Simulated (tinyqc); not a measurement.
Inside a calculation: free-carrier optics of a doped semiconductor (Drude model with one polar phonon). Values are carried at full precision from step to step, so a last printed digit may differ when a step is redone from the rounded ones.

eps(E) = ei [1 - Ep^2/(E^2 + i E Gam)] + (es - ei) wT^2/(wT^2 - E^2 - i E gT), with Ep^2 = 8 pi c (e^2/(4 pi eps0)) N/(m ei), c = hbar^2/2m0, N in 1/angstrom^3 (1e-24 per 1/cm^3); Gam = hbar/tau, tau = mu m m0/e with m0/e = 5.685630e-12 kg/C and mu in m^2/(V s). Energies in meV.

Constants: hbar^2/2m0 = 3.80998211 eV angstrom^2; e^2/(4 pi eps0) = 14.39964547 eV angstrom; hbar = 6.58211957e-16 eV s; hbar c = 1973.269805 eV angstrom.

Inputs chosen for the exercise (mass and dielectric values near those of InSb; N and mu are free inputs; interband absorption and the rise of the mass with filling are left out; shifted at random, so the results belong to these values and not to a real crystal):
```
symbol  value    unit        meaning
N       1.9e+17  1/cm^3      carrier density
m       0.013    m0          conductivity mass
mu      17000    cm^2/(V s)  mobility
ei      15.57                high-frequency dielectric constant
wT      22.1     meV         TO phonon
es      16.33                static dielectric constant
gT      0.3      meV         phonon damping
E       46.9     meV         photon energy
```

## Plasma energy and damping

Evaluate Ep, tau, Gam, the plasma wavelength hc/Ep (hc = 1239.841984 eV nm) and the dc resistivity 1/(e N mu), e = 1.602176634e-19 C.

Ep = 35.976 meV
tau = 125.65 fs
Gam = 5.238 meV
plasma wavelength = 34.46 micrometre
rho = 0.00193 ohm cm

Ep/Gam = 6.87: the plasma edge is sharp.

## Dielectric function at one energy

Insert the numbers.

free-carrier term = -9.0489+1.0107i
eps = 6.3042+1.0125i

## Optical constants

n + i k = sqrt(eps1 + i eps2) with k >= 0; R = ((n - 1)^2 + k^2)/((n + 1)^2 + k^2) at normal incidence from vacuum; alpha = 2 E k/(hbar c), times 1e8 for 1/cm; loss function Im(-1/eps) = eps2/(eps1^2 + eps2^2).

Convert eps at the photon energy E (in meV) into the optical constants.

n = 2.5189
k = 0.2010
R = 0.1890
alpha = 955 1/cm

Light of this energy penetrates 1/alpha = 10.5 micrometre.

## Coupled plasmon-phonon modes

Without damping eps = 0 gives E^4 - (wL^2 + Ep^2) E^2 + Ep^2 wT^2 = 0 with wL = wT sqrt(es/ei) (Lyddane-Sachs-Teller).

wL = 22.63 meV

L-, L+ (meV): 21.79  36.50

L+ lies 0.52 meV above the larger of wL and Ep; L- lies below wT by 0.31 meV.

## Checks

- Integral of E eps2 of the free-carrier term against (pi/2) ei Ep^2 (meV^2): both 31655.

tinyqc: `OMP_NUM_THREADS=1 python tinyqc.py 1652006 1652007 out.jsonl`; about 0.01 s, one thread, shared Intel(R) Xeon(R) Processor @ 2.30GHz.
